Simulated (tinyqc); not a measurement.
Inside a calculation. Method: lattice vibrations of a chain. One step of it, computed by the program tinyqc.

Question. Frequencies. omega^2 are the eigenvalues; wavenumber = 521.4708 sqrt(eigenvalue) 1/cm.

D(q) (eV/(angstrom^2 u)), lower triangle (Hermitian):
```
,1,2,3,4
1,2.705357
2,-4.245554,19.153846
3,0.000000,-0.855246,0.368090
4,-0.392989-0.475042i,0.000000,-0.337872,0.743041
```

Give: eigenvalues; wavenumbers; weights |e|^2 of the mass-weighted modes.

Answer.

eigenvalues: 0.0182  0.7504  1.9806  20.2211

wavenumbers (1/cm): 70.4  451.7  733.9  2344.9

weights |e|^2 of the mass-weighted modes:
```
,mode 1,mode 2,mode 3,mode 4
atom 1,0.0736,0.1165,0.7543,0.0555
atom 2,0.0083,0.0041,0.0449,0.9427
atom 3,0.5833,0.4064,0.0085,0.0018
atom 4,0.3348,0.4729,0.1922,0.0001
```
